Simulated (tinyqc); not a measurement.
# Crystallisation kinetics and data retention of a phase-change cell: kissinger analysis

Johnson-Mehl-Avrami-Kolmogorov law X = 1 - exp(-y^n), y = integral of k dt, k = (1/100 s) exp[-(Ec q/kB)(1/T - 1/T1)].

Tp is the temperature of the largest dX/dt on a ramp of rate b (b in K/min in the logarithm).

Values chosen for this exercise; values of the order of Ge-Sb-Te and related chalcogenides:
- Ec = 2.91 eV (activation energy of crystallisation)
- T1 = 456 K (temperature at which the rate k is 1/(100 s))
- n = 1.5 (Avrami exponent)

Constants: q = 1.602176634e-19 C, kB = 1.380649e-23 J/K. Results are converted to the units shown.

Result of one run:

| b (K/min) | Tp (K) | q/kB Tp (1/eV) | ln(b/Tp^2) | X at the peak |
|---|---|---|---|---|
| 2 | 452.4 | 25.65 | -11.54 | 0.6257 |

What becomes of these results when the heating rate b is changed from 2 to 1 K/min, all else the same?

Result of the changed run:

| b (K/min) | Tp (K) | q/kB Tp (1/eV) | ln(b/Tp^2) | X at the peak |
|---|---|---|---|---|
| 1 | 448.4 | 25.88 | -12.21 | 0.6258 |

The whole series:

| b (K/min) | Tp (K) | q/kB Tp (1/eV) | ln(b/Tp^2) | X at the peak |
|---|---|---|---|---|
| 0.5 | 444.4 | 26.11 | -12.89 | 0.6259 |
| 1 | 448.4 | 25.88 | -12.21 | 0.6258 |
| 2 | 452.4 | 25.65 | -11.54 | 0.6257 |
| 5 | 457.9 | 25.34 | -10.64 | 0.6257 |
| 10 | 462.1 | 25.11 | -9.969 | 0.6256 |
| 20 | 466.4 | 24.88 | -9.295 | 0.6256 |
| 50 | 472.3 | 24.57 | -8.403 | 0.6255 |
| 100 | 476.8 | 24.34 | -7.729 | 0.6254 |

Tp rises from 444 to 477 K. The slope of ln(b/Tp^2) against q/kB Tp between the end rows is -2.909 eV, against Ec = 2.91 eV, and X at the peak stays near 1 - 1/e = 0.632 (0.626 to 0.625).

Range of the model: One Arrhenius rate is assumed; incubation, growth from the boundary and the non-Arrhenius kinetics of the supercooled liquid are left out.

tinyqc, about 0.02 s, one thread, Intel Xeon 2.30GHz (shared host): `OMP_NUM_THREADS=1 python tinyqc.py 2490068 2490069 out.jsonl`
